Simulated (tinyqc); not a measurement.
Tunnelling through a thin dielectric with one trap, as a tight-binding chain: sweeps and comparisons. A value that a table varies takes the place of the one given here.

Hopping -t everywhere, t = c/(m a^2), c = hbar^2/2m0; lead sites at 2t (band bottom 0), barrier sites 1 to N at 2t + phi, and site j has U besides. No voltage. Leads give S = -t exp(ika) on sites 1 and N, cos(ka) = 1 - E/(2t). T = (2 t sin(ka))^2 |G_1N|^2, G = (E - H - S)^-1. In the barrier cosh(q a) = 1 + (phi - E)/(2t).

Resonance: the lowest eigenvalue of H + S(E), iterated until its real part equals E (40 rounds from Eb = phi + 2t - sqrt(4t^2 + U^2), the level in an endless barrier). With v the normalised squared amplitudes of that state, Gamma_L = 2 t sin(ka) v_1, Gamma_R = 2 t sin(ka) v_N; Breit-Wigner T = Gamma_L Gamma_R/((E - Er)^2 + (Gamma_L + Gamma_R)^2/4).

Constants: hbar^2/2m0 = 3.80998211 eV angstrom^2.

Inputs chosen for the exercise (barrier and mass of the size used for Si3N4 on silicon; the results hold for these values, not for the real material):
- a = 2.5 angstrom (site spacing)
- m = 0.48 m0 (mass, the same in leads and barrier)
- phi = 2.25 eV (conduction edge of the barrier above that of the leads)
- N = 7 (barrier sites)
- j = 5 (site of the trap)
- U = -2.71 eV (extra energy on the trap site)
- E = 0.8 eV (electron energy)

## Transmission around the level

Er = 1.07863 eV

widths (meV): left 0.93569, right 38.235

Energies Er + x (Gamma_L + Gamma_R).

T:
```
x     E (eV)     chain  Breit-Wigner   no trap
-8.0  0.7653  0.000117      0.000363  2.02e-06
-3.0  0.9611   0.00168       0.00252  5.10e-06
-1.0  1.0395    0.0164        0.0187  7.42e-06
-0.5  1.0590    0.0438        0.0466  8.15e-06
0.0   1.0786    0.0932        0.0933  8.96e-06
0.5   1.0982    0.0507        0.0466  9.85e-06
1.0   1.1178    0.0219        0.0187  1.08e-05
3.0   1.1961   0.00397       0.00252  1.59e-05
8.0   1.3920   0.00119      0.000363  4.36e-05
```

At Er the chain gives 0.0932, 1.04e+04 times the value without trap, and Breit-Wigner 0.0933. In the wings the single pole gives 3.1 times the chain value at x = -8 and 0.306 times at x = 8, because the widths and the level shift change with energy.

## Where a trap does most harm

The trap is moved through the barrier. The area under the resonance, 2 pi Gamma_L Gamma_R/(Gamma_L + Gamma_R), sets the current through it.

Against position:
```
j  Er (eV)  Gamma_L (meV)  Gamma_R (meV)    peak  area (meV)
3   1.0786           38.2          0.936  0.0933        5.74
4   1.0767           5.92           5.92    1.00        18.6
5   1.0786          0.936           38.2  0.0933        5.74
```

The area is largest at j = 4 (18.6 meV) and 3.24 times smaller at j = 3: the slower of the two steps limits the current, so traps in the middle carry most. Each site towards a lead multiplies its width by about 6.46, close to exp(2 q a) = 6.40 at Eb.

## Direct against trap-assisted paths

N odd, the trap in the middle, j = (N + 1)/2. Direct T is that without trap at the energy Er; area = 2 pi Gamma_L Gamma_R/(Gamma_L + Gamma_R). The exponents are the slopes of the logarithms between the last two rows, per angstrom.

Against thickness:
```
N   N a (angstrom)  Er (eV)  direct T  area (meV)
5             12.5   1.0806  0.000368         121
7             17.5   1.0767  8.88e-06        18.6
9             22.5   1.0759  2.16e-07        2.89
11            27.5   1.0758  5.28e-09       0.451
13            32.5   1.0757  1.29e-10      0.0705
15            37.5   1.0757  3.15e-12      0.0110
17            42.5   1.0757  7.70e-14     0.00172
```

exponents (1/angstrom): direct 0.7423, through the trap 0.3712

The direct path falls as exp(-0.742 d) and the path through a central trap as exp(-0.371 d), 2.00 times more slowly, since each step crosses half the layer. From 5 to 17 sites the first loses 9.7 decades and the second 4.8: in thicker layers even few traps rule the leakage. Inelastic capture with phonons is left out.

## What each parameter does

Resonance and log10 T at E. Each row changes one parameter from the base and keeps the others.

Results:
```
case           Er (eV)  Gamma_L (meV)  Gamma_R (meV)  log10 T
base            1.0786         0.9357          38.23   -3.774
m = 0.442 m0    1.1461          1.529          49.32   -3.725
phi = 2.35 eV   1.1798         0.9285          37.92   -4.195
N = 8           1.0763         0.9225          5.901   -4.664
j = 4           1.0767          5.915          5.915   -3.775
U = -2.629 eV   1.1386          1.085          40.57   -3.947
```

The largest shifts from the base row, up to three for each result and ties (the steps differ in size, so this ranks the rows, not the parameters). Er (eV): phi +0.1011, m +0.0675, U +0.0600. Gamma_L (meV): j +4.98, m +0.594, U +0.149. Gamma_R (meV): N -32.3, j -32.3, m +11.1. log10 T: N -0.891, phi -0.421, U -0.174.

(tinyqc, `OMP_NUM_THREADS=1 python tinyqc.py 1480361 1480362 out.jsonl`, Intel(R) Xeon(R) Processor @ 2.30GHz, 1 thread, shared host, about 0.04 s.)
